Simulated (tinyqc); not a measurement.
Worked calculation: effective mass of the conduction band from tabulated energies. Values are carried at full precision from step to step, so a last printed digit may differ when a step is redone from the rounded ones.

c = hbar^2/2m0.
Constants: hbar^2/2m0 = 3.80998211 eV angstrom^2; kB = 8.617333262e-05 eV/K.

Inputs chosen for the exercise (out of a larger set: band of an eight-band Kane model near InAs; not measured data): T = 300 K (temperature).

## Finite differences

Energies along [111], from the band edge:

| k (1/angstrom) | E (meV) |
|---|---|
| 0.00000 | 0.0000 |
| 0.00210 | 0.6476 |
| 0.00420 | 2.5769 |
| 0.00630 | 5.7490 |
| 0.00840 | 10.1025 |
| 0.01050 | 15.5590 |
| 0.01260 | 22.0285 |
| 0.01470 | 29.4146 |
| 0.01680 | 37.6199 |

reference mass (curvature of the model at k = 0.0001 1/angstrom) = 0.02590 m0

The band is even in k. m = c k^2/E(k) from the points 1, 2, 4 (k = 0 is point 0); Richardson from points 1 and 2: c/m = [16 E(k1) - E(k2)]/(12 k1^2).

m from points 1, 2, 4 (m0): 0.02595  0.02608  0.02661

m by Richardson = 0.02590 m0

Errors against the reference: +0.17, +0.70 and +2.74 % and 0.00 %. The extrapolation removes the k^4 term.

## Least squares over all points

Fit E = a k^2 (a = sum k^2 E/sum k^4), then E = a k^2 + b k^4 from the normal equations; E in eV; m = c/a.

sums of k^4, k^6, k^8: 1.7060e-07  3.8334e-11  9.3364e-15

sums of k^2 E, k^4 E: 2.3176e-05  5.1748e-09

a, one term = 135.85 eV angstrom^2

a and b, two terms: 146.1  -4.561e+04

m, one and two terms (m0): 0.02805  0.02608

The parabola over all points errs by +8.3 % because the weights k^4 favour the outer points; the second term brings the error to +0.7 %.

## The non-parabolic form

E (1 + alpha E) = c k^2/m means that y = c k^2/E is a straight line in E with intercept m and slope m alpha. Fit the line by unweighted least squares over points 1 to 8, E in eV.

y (m0): 0.02595  0.02608  0.02630  0.02661  0.02700  0.02746  0.02799  0.02858

m = 0.02589 m0
alpha = 2.754 1/eV

The intercept errs by -0.03 %. The model has Eg = 0.423 eV, and for two bands alpha is near 1/Eg = 2.36 1/eV.

## Which mass for which use

From the fitted m and alpha: momentum mass at energy E, m (1 + 2 alpha E); curvature mass m (1 + 2 alpha E)^3; thermal factors to first order in alpha kT: density of states Nc (1 + 15 alpha kT/4), conductivity mass m (1 + 5 alpha kT). Take E = 3 kT/2.

alpha kT = 0.0712
momentum mass = 0.03142 m0
curvature mass = 0.04628 m0
factor on Nc = 1.2670
thermal conductivity mass = 0.03511 m0

alpha kT is not small, so first order is only a guide.

## Checks

- Two-term fit by normal equations against a least-squares routine: both 146.100.

(tinyqc, `OMP_NUM_THREADS=1 python tinyqc.py 1850688 1850689 out.jsonl`, Intel(R) Xeon(R) Processor @ 2.30GHz, 1 thread, shared host, about 0.01 s.)
